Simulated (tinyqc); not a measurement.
Worked calculation: coherent transport through a tight-binding region between two chains. One step of it, computed by the program tinyqc.

Problem. Transmission at E = -0.83 eV. Surface Green function g = (E - i sqrt(4 t^2 - E^2)) / (2 t^2); self-energy tc^2 g on each contact site; G = (E - H - Sigma)^(-1); Gamma = -2 Im Sigma; T = Gamma_L Gamma_R |G_LR|^2; local density of states -Im G_ii / pi.

H of the central region (eV):
$$\begin{pmatrix}
0.320000 & -0.490000 & 0.000000 \\
-0.490000 & -0.890000 & -0.570000 \\
0.000000 & -0.570000 & 0.480000
\end{pmatrix}$$

Leads: semi-infinite chains with site energy 0:
```
parameter                           value
lead hopping t (eV)              1.720000
coupling to the left lead (eV)   1.160000
coupling to the right lead (eV)  0.500000
left contact site                       1
right contact site                      3
```

E = -0.830000 eV

Give: g; G; local density of states; transmission.

Solution.

g = -0.1403-0.5642i 1/eV

G (1/eV):
$$\begin{pmatrix}
-0.4712-0.2260i & 0.7663+0.2868i & 0.3244+0.1641i \\
0.7663+0.2868i & 1.9475-0.6247i & 0.8907-0.1808i \\
0.3244+0.1641i & 0.8907-0.1808i & -0.3726-0.1220i
\end{pmatrix}$$

local density of states (1/eV): [0.0719, 0.1988, 0.0388]

transmission = 0.0566
